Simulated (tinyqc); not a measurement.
# Disorder broadening of a flat band (such as a Landau level) in the self-consistent Born approximation, step by step

tinyqc, about 0.01 s, one thread, Intel Xeon 2.30GHz (shared host): `OMP_NUM_THREADS=1 python tinyqc.py 2720112 2720113 out.jsonl` Printed values are rounded.

The local Green function is G = g0(z - Sigma) with z = E + i eta and g0(z) = 1/z; the self-energy is Sigma = D G. The density of states is -Im G/pi.

Parameters, values chosen for the exercise:
- D = 0.25 eV^2 (variance of the random potential)
- eta = 0.05 eV (bare broadening)
- E = -0.048 eV (energy from the band centre)
- mix = 0.5 (mixing)

Constants: q = 1.602176634e-19 C, hbar = 1.054571817e-34 J s. Results are converted to the units shown.

Range of the model: The self-consistent Born approximation misses band tails from rare fluctuations and localisation.

## Iteration 1: Born step

Sigma at the start = 0.000000+0.000000i eV

G = g0(z - Sigma), Sigma(out) = D G, Sigma(new) = Sigma + mix (Sigma(out) - Sigma).

G = -9.99167-10.40799i 1/eV
Sigma(out) = -2.497918-2.601998i eV
Sigma after iteration 1 = -1.248959-1.300999i eV

Sigma(out) of this first step, from Sigma = 0, is the plain (first) Born approximation.

## Iteration 2: Born step

As before.

G = 0.3675466-0.4134655i 1/eV
Sigma(out) = 0.0918867-0.1033664i eV
Sigma after iteration 2 = -0.5785363-0.7021828i eV

## Iteration 3: Born step

As before.

G = 0.6261880-0.8877956i 1/eV
Sigma(out) = 0.1565470-0.2219489i eV
Sigma after iteration 3 = -0.2109946-0.4620658i eV

## Course of the iteration

Stop when |Sigma(out) - Sigma| is below 1e-10 eV, or after 300 iterations; the start is Sigma = 0.

Course of the iteration:
```
iteration  Re Sigma (eV)  Im Sigma (eV)  |Sigma(out) - Sigma| (eV)
1              -1.248959      -1.300999                       3.61
2              -0.578536      -0.702183                       1.80
3              -0.210995      -0.462066                      0.878
4              -0.034944      -0.452684                      0.353
5              -0.023926      -0.474840                     0.0495
6              -0.022865      -0.475088                    2.18e-3
7              -0.022802      -0.475055                    1.42e-4
8              -0.022800      -0.475051                    9.35e-6
9              -0.022800      -0.475050                    6.16e-7
10             -0.022800      -0.475050                    4.06e-8
11             -0.022800      -0.475050                    2.68e-9
12             -0.022800      -0.475050                   1.77e-10
13             -0.022800      -0.475050                   1.16e-11
```

Converged in 13 iterations. At the solution d Sigma(out)/d Sigma = -0.901+0.087i, so the error shrinks by |1 - mix + mix times that| = 0.0659 a step.

## Density of states and lifetime

converged Sigma = -0.0228001-0.4750504i eV

G = Sigma/D, density of states -Im G/pi, lifetime hbar/(2 |Im Sigma|); without disorder the density of states is -Im g0(z)/pi. Closed form: G = (z - sqrt(z^2 - 4 D))/(2 D) with the root that gives Im G < 0; for eta -> 0 a semi-ellipse of half-width 2 sqrt(D).

density of states = 0.6048530 1/eV
lifetime = 0.6927811 fs
density of states without disorder = 3.312967 1/eV

Disorder makes the density of states at this energy 0.18 times the clean value.
